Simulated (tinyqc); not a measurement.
## Pelgrom slope, floor and doping from two device sizes

Inverse problem. s^2 = A^2/(L W) + s0^2, with s0 independent of size and A = (q/Cox) sqrt(Na Wd/3) from random dopants alone, Cox = 3.9 eps0/ti. Find A, s0 and Na.

Inputs (values chosen for the exercise):
```
symbol,value,unit,meaning
ti,2.3,nm,oxide-equivalent thickness in inversion
```

Constants: q = 1.602176634e-19 C, eps0 = 8.8541878128e-14 F/cm where lengths are in cm. Results are converted to the units shown.

s for gate areas 0.0011 and 0.018 um^2 (mV): [33.8882439, 8.50254662]
Wd = 36.4980091 nm

Answer. s^2 is linear in 1/area: slope A^2, intercept s0^2.

A = 1.123 mV um
s0 = 1.500 mV
Na = 9.100e17 cm^-3

tinyqc, about 0.01 s, one thread, Intel Xeon 2.30GHz (shared host): `OMP_NUM_THREADS=1 python tinyqc.py 2090045 2090046 out.jsonl`
